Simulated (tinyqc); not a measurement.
Which lattice a d-band metal prefers: Slater-Koster d bands of a bcc metal.

Slater-Koster d bands. For a bond with direction cosines (l, m, n) the 5 x 5 block is dds Ps + ddp Pp + ddd (1 - Ps - Pp), the projectors on sigma, pi and delta states about the bond; for instance <xy|xy> = 3 l^2 m^2 dds + (l^2 + m^2 - 4 l^2 m^2) ddp + (n^2 + l^2 m^2) ddd, <xy|yz> = 3 l m^2 n dds + l n (1 - 4 m^2) ddp + l n (m^2 - 1) ddd and <3z2-r2|3z2-r2> = (n^2 - (l^2 + m^2)/2)^2 dds + 3 n^2 (l^2 + m^2) ddp + (3/4)(l^2 + m^2)^2 ddd. H(k) sums the blocks times cos(k.R) over the neighbours; the d level is the zero of energy; k in 2 pi/a.

Mesh: k = f1 b1 + f2 b2 + f3 b3 with fractions (j + 1/2)/N, j = 0 to N - 1, and b = (-1,1,1), (1,-1,1), (1,1,-1) for fcc, (0,1,1), (1,0,1), (1,1,0) for bcc, unit vectors for simple cubic. The lowest Nd/10 of all levels are filled with two electrons each; the bond energy is their sum per atom.

Inputs chosen for the exercise (of the size met in Ta; the results hold for these values, not for the real material):
```
symbol  value   unit  meaning
dds     -1.463  eV    dd sigma
ddp     0.717   eV    dd pi
ddd     -0.219  eV    dd delta
f2      0.487         factor on all three integrals for second neighbours
N       10            mesh
```

fcc has twelve neighbours, bcc eight and six (the six times f2), simple cubic six. The integrals of bcc and sc are scaled so that all three have the second moment of fcc, which stands for equal repulsion (structural energy difference theorem). s and p electrons are left out.

Bond energy per atom:
```
Nd  fcc (eV)  bcc - fcc (meV)  sc - fcc (meV)
1     -4.465              291            -403
2     -7.711              145            -195
3    -10.160             -281             288
4    -11.810             -562             859
5    -12.345               67            1061
6    -11.662              527             712
7     -9.931              488              58
8     -7.448              170            -457
9     -4.107             -200            -760
```

scale factors: bcc 1.1285, sc 1.4142

mu3/mu2^1.5: fcc -0.097, bcc -0.094, sc 0.000

mu4/mu2^2: fcc 1.781, bcc 1.696, sc 2.573

largest change of a difference when N is raised to 14 = 32 meV

fcc is lowest for Nd = 5, 6 and 7. bcc is lowest for Nd = 3 and 4. sc is lowest for Nd = 1, 2, 8 and 9. bcc gains most on fcc at Nd = 4 (-562 meV). A small fourth moment marks a two-peaked band, which tends to favour fillings near one half; bcc has -5 % against fcc, and at Nd = 5 it lies +67 meV from fcc, which the fourth moment alone does not explain (differences of a few tens of meV are within the error of the mesh; hcp is left out, and this d-only model can miss the lattice of the real metal). The third moments, from three-membered rings, skew the bands. That simple cubic wins anywhere comes from keeping d bands and equal second moments alone; no transition metal takes it. Differences below about 32 meV are within the error of this mesh, and the s and p electrons left out weigh most where the d band is nearly empty or full.

Program tinyqc; command `OMP_NUM_THREADS=1 python tinyqc.py 1452572 1452573 out.jsonl`; about 0.03 s on one thread of a shared Intel(R) Xeon(R) Processor @ 2.30GHz.
